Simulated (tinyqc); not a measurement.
Grain growth, pinning, strength and diffusional creep of a polycrystal or thin film: one step, computed by the program tinyqc.

One mean grain size d describes the structure.

Question. Mobility and the sizes at which growth stops. M = M0 exp(-Q_m/(k_B T)). The driving pressure is 2 gamma/d. Zener pinning pressure 3 f gamma/(2 r) stops growth at d_Z = 4 r/(3 f). Grooves where boundaries meet the surface have the angle theta = arcsin(gamma/(2 gamma_s)) and are taken to stop growth at d_h = h/(2 theta), a few film thicknesses; the limit is 1/d_lim = 1/d_Z + 1/d_h.

Inputs (values chosen for the exercise, modelled on tungsten): boundary energy gamma = 1.1 J/m^2; mobility prefactor M0 = 4.2e-07 m^4/(J s); activation energy of boundary motion Q_m = 4.59 eV; anneal temperature T = 2409 K; particle volume fraction f = 0.0042; particle radius r = 7.1 nm; film thickness h = 110 nm; surface energy gamma_s = 2.8 J/m^2.

Sample: thin film on a substrate.

Constants: k_B = 8.617333262e-05 eV/K.

Give: mobility M; Zener size d_Z; groove angle theta; groove limit d_h; limit d_lim.

Answer.

mobility M = 1.049e-16 m^4/(J s)

Zener size d_Z = 2254 nm

groove angle theta = 0.1977 rad

groove limit d_h = 278.2 nm

limit d_lim = 247.6 nm

The grooves set the tighter limit.
